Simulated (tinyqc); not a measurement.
# Gap difference from the gain at two temperatures

Inverse problem. When back injection limits the gain, beta = b exp(-dE/(kB T)) with dE the gap reduction of the emitter less that of the base and b constant. Find dE and beta at 300 K.

Constants: q = 1.602176634e-19 C, kB = 1.380649e-23 J/K. Results are converted to the units shown.

T (K): 220  400
beta: 35.332544  79.189677

Answer. ln beta is a straight line in 1/T with slope -dE/kB.

dE = 0.03400 eV
beta at 300 K = 57.00

Computed by the program tinyqc: `OMP_NUM_THREADS=1 python tinyqc.py 2320115 2320116 out.jsonl`, one thread of a shared Intel Xeon 2.30GHz, about 0.01 s for the whole run.
